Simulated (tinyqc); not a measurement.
Inside a calculation. Method: coherent transport through a tight-binding region between two chains. Computed by tinyqc, a small Python program that keeps every step. Settings: temperature = 4, mu = -0.14. Command: `OMP_NUM_THREADS=1 python tinyqc.py 30937 30938 out.jsonl` (the two numbers bound the seeds that draw the settings). One thread of a shared host (Intel(R) Xeon(R) Processor @ 2.60GHz), about 0.1 s of CPU time with the checks.

## Transmission at E = -0.2 eV

H of the central region (eV):
$$\begin{pmatrix}
0.00000 & -1.62000 & 0.00000 & 0.00000 & 0.00000 \\
-1.62000 & 0.00000 & -1.07000 & 0.00000 & 0.00000 \\
0.00000 & -1.07000 & 0.00000 & -2.06000 & 0.00000 \\
0.00000 & 0.00000 & -2.06000 & 0.00000 & -1.36000 \\
0.00000 & 0.00000 & 0.00000 & -1.36000 & 0.00000
\end{pmatrix}$$

Leads: semi-infinite chains with site energy 0:
```
parameter                           value
lead hopping t (eV)              1.620000
coupling to the left lead (eV)   0.500000
coupling to the right lead (eV)  0.300000
left contact site                       1
right contact site                      5
```

E = -0.20000 eV

Surface Green function g = (E - i sqrt(4 t^2 - E^2)) / (2 t^2); self-energy tc^2 g on each contact site; G = (E - H - Sigma)^(-1); Gamma = -2 Im Sigma; T = Gamma_L Gamma_R |G_LR|^2; local density of states -Im G_ii / pi.

g = -0.03810-0.61611i 1/eV

G (1/eV):
$$\begin{pmatrix}
-0.48874-0.14031i & 0.54648+0.02997i & 0.84211+0.21804i & -0.20209+0.00560i & -1.30527-0.32944i \\
0.54648+0.02997i & 0.06710-0.04843i & 0.11974-0.05443i & -0.02323+0.01987i & -0.18479+0.08537i \\
0.84211+0.21804i & 0.11974-0.05443i & -1.25259-0.34029i & 0.30163-0.00477i & 1.94166+0.51474i \\
-0.20209+0.00560i & -0.02323+0.01987i & 0.30163-0.00477i & 0.04135-0.01079i & 0.28450+0.00563i \\
-1.30527-0.32944i & -0.18479+0.08537i & 1.94166+0.51474i & 0.28450+0.00563i & -2.89921-0.77885i
\end{pmatrix}$$

local density of states (1/eV): [0.04466, 0.01542, 0.10832, 0.00343, 0.24792]

transmission = 0.06191

## Transmission across the band

The same steps on a grid of energies.

T(E):
```
E (eV)             T
-3.0780000  4.98e-05
-2.7702000   0.03176
-2.4624000   0.00257
-2.1546000   0.00309
-1.8468000   0.01386
-1.5390000   0.17464
-1.2312000   0.01352
-0.9234000   0.00785
-0.6156000   0.00985
-0.3078000   0.02867
0            0.90467
0.3078000    0.02867
0.6156000    0.00985
0.9234000    0.00785
1.2312000    0.01352
1.5390000    0.17464
1.8468000    0.01386
2.1546000    0.00309
2.4624000    0.00257
2.7702000    0.03176
3.0780000   4.98e-05
```

levels of the isolated region (eV): [-2.72451, -1.56190, 0.00000, 1.56190, 2.72451]

## Current

I = (2e/h) int T(E) [f(E - mu - V/2) - f(E - mu + V/2)] dE at 4 K with mu = -0.14 eV, the bias not changing H; 2e^2/h = 77.48092 microsiemens; the integral runs over the band on 4001 points.

Current:
```
V (volt)  I (microampere)
0.01000           0.08932
0.05000           0.45920
0.10000           0.98708
0.20000           2.66757
0.40000           8.47517
0.80000          10.70889
```
